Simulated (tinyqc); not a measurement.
# Worked calculation: thermoelectric coefficients with electrons and holes, Landauer integrals

Program tinyqc, `OMP_NUM_THREADS=1 python tinyqc.py 2800120 2800121 out.jsonl`; Intel Xeon 2.30GHz, shared host, one thread, about 0.04 s. Printed values are rounded.

Bulk parabolic band, x = (E - Ec)/kB T, C = hbar^2/(2 m0), kB T in eV. Modes per area gv m kB T x/(4 pi C) times the back-scattering length l0 x^rr give the transport function s0 X(x), s0 = (2 q^2/h) gv m kB T l0/(4 pi C), X = x^(1 + rr). Holes have the same form with the prefactor bb s0 and the reduced level -eta - xg in place of eta. I_k = int X (x - eta)^k w dx, w = 1/(4 cosh^2((x - eta)/2)).

Parameters, values chosen for the exercise:
- T = 200 K (temperature)
- m = 0.21 m0 (mass of one valley)
- gv = 6 (valleys)
- l0 = 2.9 nm (back-scattering length at x = 1)
- rr = 1 (energy exponent of that length)
- kL = 3.6 W/(m K) (lattice thermal conductivity)
- eta = -1.2 (reduced Fermi level (EF - Ec)/kB T)
- xg = 4.6 (gap over kB T)
- bb = 0.5 (ratio of the hole prefactor to the electron prefactor)
- xa = 0 (lower end of the grid)
- xe = 10 (upper end of the grid)
- nE = 15 (points of the grid)

Constants: q = 1.602176634e-19 C, kB = 1.380649e-23 J/K, hbar = 1.054571817e-34 J s, h = 6.62607015e-34 J s, m0 = 9.1093837015e-31 kg, Vt = kB T/q, hbar^2/(2 m0) = 0.0380998212 eV nm^2. Results are converted to the units shown.

Range of the model: Parabolic bands, elastic scattering and a fixed kL make these model figures, not those of a material.

## The three integrals on a coarse grid

Simpson's rule on nE equally spaced points from xa to xe.

```
point	x	X	w	X w
0	0.0000	0	0.177894	0
1	0.7143	0.510204	0.111988	0.0571367
2	1.4286	2.04082	0.0627898	0.128143
3	2.1429	4.59184	0.0329650	0.151370
4	2.8571	8.16327	0.0167151	0.136450
5	3.5714	12.7551	0.00832665	0.106207
6	4.2857	18.3673	0.00411141	0.0755158
7	5.0000	25	0.00202122	0.0505305
8	5.7143	32.6531	9.91520e-4	0.0323762
9	6.4286	41.3265	4.85882e-4	0.0200798
10	7.1429	51.0204	2.37978e-4	0.0121417
11	7.8571	61.7347	1.16528e-4	0.00719384
12	8.5714	73.4694	5.70523e-5	0.00419160
13	9.2857	86.2245	2.79311e-5	0.00240834
14	10.0000	100	1.36738e-5	0.00136738
```

I_0, I_1, I_2 on this grid: 0.561597  2.39833  11.8344

Converged values are 0.56224, 2.4192 and 12.096; the grid is 0.11 % below the first and 2.2 % below the last.

## Coefficients of the electrons

converged I_0, I_1, I_2: 0.562237  2.41921  12.0965

sigma = s0 I_0, S = -(kB/q) I_1/I_0, Lorenz number L = (kB/q)^2 [I_2/I_0 - (I_1/I_0)^2], kappa_e = L sigma T.

s0 = 101.914 S/cm
sigma = 57.2998 S/cm
S = -370.790 uV/K
L = 2.22814 x 1e-8 V^2/K^2
kappa_e = 0.0255344 W/(m K)

L is 8.8 % below the Sommerfeld value (pi^2/3)(kB/q)^2 = 2.443e-8 V^2/K^2. The non-degenerate form -(kB/q)(2 + rr - eta) gives -362 uV/K, 2.4 % below S in size.

## Both bands together

converged I_0, I_1, I_2 of the holes: 0.0661978  0.424485  2.92055

sigma = s0 I_0, S = -(kB/q) I_1/I_0, Lorenz number L = (kB/q)^2 [I_2/I_0 - (I_1/I_0)^2], kappa_e = L sigma T. With both bands: sigma = sigma_n + sigma_p, S = (sigma_n S_n + sigma_p S_p)/sigma with S_p = +(kB/q) I_1/I_0 of the holes, and kappa_e is the sum of L sigma T of both bands and the bipolar term sigma_n sigma_p (S_p - S_n)^2 T/sigma. Power factor S^2 sigma, ZT = S^2 sigma T/(kappa_e + kL).

sigma_p = 3.37324 S/cm
S_p = 552.576 uV/K
S = -319.453 uV/K
bipolar kappa = 0.0543227 W/(m K)
ZT = 0.0336381

Holes carry 5.56 % of the conductivity and change S from -371 to -319 uV/K. Electrons alone would give ZT = 0.0435.
